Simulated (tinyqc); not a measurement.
A run and its error bars: classical Heisenberg spin chain: exact results, Metropolis, heat-bath and over-relaxation steps, and a Monte Carlo run. Computed by tinyqc, a small Python program. Command: `OMP_NUM_THREADS=1 python tinyqc.py 3130015 3130016 out.jsonl heismc walk`. One thread of a shared host (Intel(R) Xeon(R) Processor @ 2.30GHz), about 0.3 s of CPU time with the checks.

E = -J sum_i s_i . s_(i+1) for unit vectors s_i on an open chain; K = J/(k_B T).

Inputs (values chosen for the exercise, for a model chain of large moments):

| quantity | value | unit |
|---|---|---|
| coupling J | 34 | meV |
| temperature T | 318 | K |
| moment mu | 6.1 | mu_B |
| length N of the open chain | 12 | - |
| seed | 364577 | - |

Update: heat bath with over-relaxation.

Constants: k_B = 8.617333262e-05 eV/K; mu_B = 5.7883818060e-05 eV/T.

Method:
- Each bond angle is independent, so u = <s_i . s_(i+1)> = coth K - 1/K, <s_i . s_(i+n)> = u^n, correlation length xi = -1/ln|u|, energy per bond -J u, heat capacity per bond c/k_B = 1 - K^2/sinh^2 K, and for the long chain chi = mu^2 (1 + u)/(3 k_B T (1 - u)) per spin.
- For N spins, <|sum s|^2>/N = (1 + u)/(1 - u) - 2 u (1 - u^N)/(N (1 - u)^2); the long chain has (1 + u)/(1 - u), chi over the Curie value, and the difference is relative to it.
- From the ordered state (alternating for J < 0), with each spin drawn from exp(h . s), h = K x sum of neighbours, 200 sweeps are discarded and 1600 recorded (even and odd sites in turn, each heat-bath sweep followed by two sweeps of reflections; random numbers not printed, so these rows are one sample). Errors are the scatter of block means over sqrt(number of blocks).

K = 1.24073

u = 0.376527

<|sum s|^2>/N = 2.04640

Blocking:

| block length | mean bond product | error | <\|sum s\|^2>/N | error |
|---|---|---|---|---|
| 1 | 0.37150 | 0.0038048 | 2.0757 | 0.035527 |
| 4 | 0.37150 | 0.0037416 | 2.0757 | 0.035998 |
| 16 | 0.37150 | 0.0032723 | 2.0757 | 0.034050 |
| 40 | 0.37150 | 0.0031459 | 2.0757 | 0.038854 |
| 80 | 0.37150 | 0.0027279 | 2.0757 | 0.030895 |

What follows from these numbers?

With blocks of 40 the bond product is 1.6 error bars from the exact u = 0.3765, and <|sum s|^2>/N is 0.8 from the exact 2.046. Blocking to 40 changes the two errors by factors 0.8 and 1.1.
